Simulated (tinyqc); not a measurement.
Formation energy of a charged point defect from supercell energies. From total concentration back to growth condition x. Computed by tinyqc, a small Python program. Command: `OMP_NUM_THREADS=1 python tinyqc.py 3011064 3011065 out.jsonl formation inv`. One thread of a shared host (Intel(R) Xeon(R) Processor @ 2.30GHz), about 0.01 s of CPU time with the checks.

The host is a compound AB. Making the defect adds n_A = 1, n_B = 0 atoms to the cell. All total energies are inputs. E_F is counted from the valence-band maximum (VBM); x = 0 is A-rich and x = 1 B-rich growth.

Inputs (values chosen for the exercise, with gap and screening modelled on CdS):

| quantity | value | unit |
|---|---|---|
| E_VBM of the host cell | 5.23 | eV |
| potential alignment dV | 0.093 | eV |
| dielectric constant eps | 8.87 | - |
| cell length L | 21 | angstrom |
| mu_A of the pure element | -1.213 | eV |
| formation enthalpy dH of AB | -0.655 | eV |
| Fermi level E_F | 1.99 | eV |
| temperature T | 1200 | K |
| site density N_s | 4.3e+22 | cm^-3 |

Defect: A interstitial. Supercell lattice: bcc.

charge states q: 1  0  -1

E(defect, q) - E(host), in the order of q (eV): -5.487  0.269  7.663

Constants: e^2/(4 pi eps_0) = 14.39964548 eV angstrom; k_B = 8.617333262e-05 eV/K.

Method:
- dmu_A = x dH and dmu_B = (1 - x) dH, so that dmu_A + dmu_B = dH; mu = mu(element) + dmu.
- The reservoir term is sum n_i mu_i.
- Image-charge correction of a point charge in a neutralising background: E_corr = q^2 alpha e^2/(4 pi eps_0) / (2 eps L), alpha = 2.888462 for a bcc array with L the cube root of the volume.
- E_f(q, E_F) = [E(defect, q) - E(host)] - sum n_i mu_i + q (E_VBM + dV + E_F) + E_corr(q).
- E_f(q, E_F) = E_f(q, 0) + q E_F.
- c_q = N_s exp(-E_f(q, E_F)/k_B T), with all degeneracy factors one and no vibrational entropy.

Question. A run gave the result below. Find the growth condition x, known to lie between 0.047 and 0.13.

total concentration = 1.628125e+16 cm^-3

Answer.

Each step takes the trial c = (a f_b - b f_a)/(f_b - f_a), f being the result less the target and a, b, c the logarithms of the listed values; c replaces end b, the old b replaces a if the sign of f changed, and otherwise f_a is halved.

Scan of the range:

| growth condition x | total concentration (cm^-3) |
|---|---|
| 0.0470 | 2.20147e+16 |
| 0.0557 | 2.08343e+16 |
| 0.0660 | 1.95185e+16 |
| 0.0782 | 1.80669e+16 |
| 0.0926 | 1.64919e+16 |
| 0.1100 | 1.47709e+16 |
| 0.1300 | 1.30134e+16 |

False position (Illinois rule, in the logarithm of the input) inside the bracket:

| step | end a | end b | trial | total concentration (cm^-3) |
|---|---|---|---|---|
| 1 | 0.092600 | 0.110000 | 0.0945728 | 1.62872e+16 |
| 2 | 0.110000 | 0.094573 | 0.0946284 | 1.62814e+16 |
| 3 | 0.110000 | 0.094628 | 0.0946315 | 1.62811e+16 |
| 4 | 0.094628 | 0.094631 | 0.0946300 | 1.62812e+16 |

Total concentration falls at every point of a 13-point scan of the range (every second point is shown), so one value fits; it is bracketed by 0.0926 and 0.110. Answer: growth condition x = 0.09463.
